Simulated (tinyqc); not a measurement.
From results back to parameters: propagation of a band-gap error through k.p and effective-mass formulas. Two cases, with inputs chosen for the exercise.

Problem. A calculation returned the electron mass below. With 1/me = 1 + Ep (E + 2 Dso/3)/(E (E + Dso)) and the given Ep and Dso, which gap E did it have, and by what factor is exp(-E/2kT) off against the gap Eg?

Constants: kB = 8.617333262e-05 eV/K.
Find: X = 1/me - 1; E; log10 of the factor.
Method. X E^2 + (X Dso - Ep) E - (2/3) Ep Dso = 0 has one positive root; the factor is exp((Eg - E)/2kT).

Case 1.

Values chosen (reference values near those of CdTe, gap at low temperature; not measured data):
- Eg = 1.614 eV (gap at Gamma to the s-like level)
- Dso = 0.917 eV (spin-orbit splitting)
- Ep = 18.7 eV (Kane energy)
- T = 300 K (temperature)

me = 0.1687263 m0

Solution.

X = 1/me - 1 = 4.927
E = 3.535 eV
log10 of the factor = -16.14

Case 2.

Values chosen (reference values near those of GaSb, gap at low temperature; not measured data):
- Eg = 0.824 eV (gap at Gamma to the s-like level)
- Dso = 0.75 eV (spin-orbit splitting)
- Ep = 26.8 eV (Kane energy)
- T = 400 K (temperature)

me = 0.0732527 m0

Solution.

X = 1/me - 1 = 12.651
E = 1.920 eV
log10 of the factor = -6.90

Computed by tinyqc, one run a case: `OMP_NUM_THREADS=1 python tinyqc.py N N+1 out.jsonl` with N = 1880549, 1880552; one thread of a shared Intel(R) Xeon(R) Processor @ 2.30GHz, about 0.01 s a run at most.
